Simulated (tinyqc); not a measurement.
Inside a calculation. Model: threshold-voltage variability of a planar MOSFET, analytic estimates.

Numbers from tinyqc (`OMP_NUM_THREADS=1 python tinyqc.py 2090065 2090066 out.jsonl`; about 0.01 s on one thread of a shared Intel Xeon 2.30GHz). Printed values are rounded.

Three independent sources add in quadrature: random dopants in the depleted layer, metal-gate grains of two orientations, and roughness of the two gate edges acting through the roll-off VT = VT(long) - Vr exp(-L/l). These are first-order estimates: no three-dimensional electrostatics, no percolation.

Parameters, values chosen for the exercise; material values close to those of silicon:
```
symbol,value,unit,meaning
T,400,K,temperature
Eg,1.13,eV,band gap
eps_r,11.7,,relative permittivity of the semiconductor
Nc,4.39e19,cm^-3,conduction-band density of states at T
Nv,4.11e19,cm^-3,valence-band density of states at T
Na,9.1e17,cm^-3,channel doping
ti,2.1,nm,oxide-equivalent thickness in inversion
L,25,nm,gate length
W,110,nm,gate width
G,4,nm,metal grain size
dW,0.1,eV,work-function difference of the two grain orientations
p,0.3,,share of the orientation of higher work function
De,1.2,nm,rms roughness of one gate edge
La,30,nm,correlation length of the roughness
l,4.9,nm,decay length of the threshold roll-off
Vr,2,V,prefactor of the roll-off
n,1.25,,subthreshold factor
gI,25,1/V,gm/I of a matched pair
sb,1.1,%,spread of the gain factor of one device
Nb,1048576,,number of cells
Y,0.999,,wanted yield
```

Constants: q = 1.602176634e-19 C, kB = 1.380649e-23 J/K, Vt = kB T/q, eps0 = 8.8541878128e-14 F/cm where lengths are in cm. Results are converted to the units shown.

Range of the model: The depletion depth exceeds L, so source and drain share much of the charge and the dopant estimate is rough. gI s exceeds 0.2, so the linear formula for the current mismatch is only a rough guide.

## Random dopants

ni = sqrt(Nc Nv) exp(-Eg/(2 Vt)), Eg in volts; Cox = 3.9 eps0/ti; Wd = sqrt(4 eps0 eps_r Vt ln(Na/ni)/(q Na)); dopants: s1 = (q/Cox) sqrt(Na Wd/(3 L W)). The slope A1 = s1 sqrt(L W); mean number of dopants Na L W Wd.

Cox = 1.64435 uF/cm^2
Wd = 35.0612 nm
mean number of dopants = 87.7407
A1 = 1.00482 mV um
s1 = 19.1612 mV

Counting alone, 1/sqrt(N) of the depletion voltage q Na Wd/Cox = 311 mV, would give sqrt(3) times more: dopants deep in the layer act less on the surface.

## Metal grains and edge roughness

Grains: Ng = L W/G^2 (at least 1), s2 = dW sqrt(p (1 - p)/Ng). Edges, with exponential correlation and u = W/La: the mean gate length has sL^2 = 2 De^2 (2/u)[1 - (1 - exp(-u))/u]; s3 = sL (Vr/l) exp(-L/l).

Ng = 171.875
s2 = 3.49545 mV
sL = 1.07398 nm
dVT/dL = 2.48339 mV/nm
s3 = 2.66711 mV

## Total spread, mismatch and leakage

s = sqrt(s1^2 + s2^2 + s3^2). For a pair: s(dVT) = sqrt(2) s; current mismatch sqrt(2) sqrt((gI s)^2 + sb^2); input offset = current mismatch/gI. For a Gaussian VT the off current is log-normal with mean/median = exp(s^2/(2 (n Vt)^2)).

s = 19.6592 mV
s(dVT) = 27.8023 mV
current mismatch = 69.5232 %
input offset = 27.8093 mV
mean/median of Ioff = 1.10970

The dopants give 95.0 % of the variance; without them s would be 4.40 mV. A current mismatch this large is beyond the linear estimate.

## Iteration 1: margin in standard deviations for the wanted yield

k at the start = 2

Cells fail independently with probability Q(k) = erfc(k/sqrt(2))/2 when the margin is k standard deviations, and Y = exp(-Nb Q(k)). phi = exp(-k^2/2)/sqrt(2 pi). Newton steps on ln Q(k) = ln(-ln(Y)/Nb): k(new) = k + [ln Q - ln(-ln(Y)/Nb)] Q/phi.

Q(k) = 0.0227501
phi = 0.0539910
k after iteration 1 = 9.15781

## Iteration 2: margin in standard deviations for the wanted yield

As before.

Q(k) = 2.64818e-20
phi = 2.45341e-19
k after iteration 2 = 6.53408

## Course of the iteration: margin in standard deviations for the wanted yield

Stop when k changes by less than 1e-9, or after 30 iterations.

Course of the iteration:
```
iteration        k  |change|
1          9.15781      7.16
2          6.53408      2.62
3          6.02589     0.508
4          6.00546    0.0204
5          6.00543   3.30e-5
6          6.00543  8.65e-11
```

Converged in 6 iterations. At the end the number of correct digits about doubles with each step. With s(dVT) = 27.8 mV, 6.01 standard deviations are 167 mV.
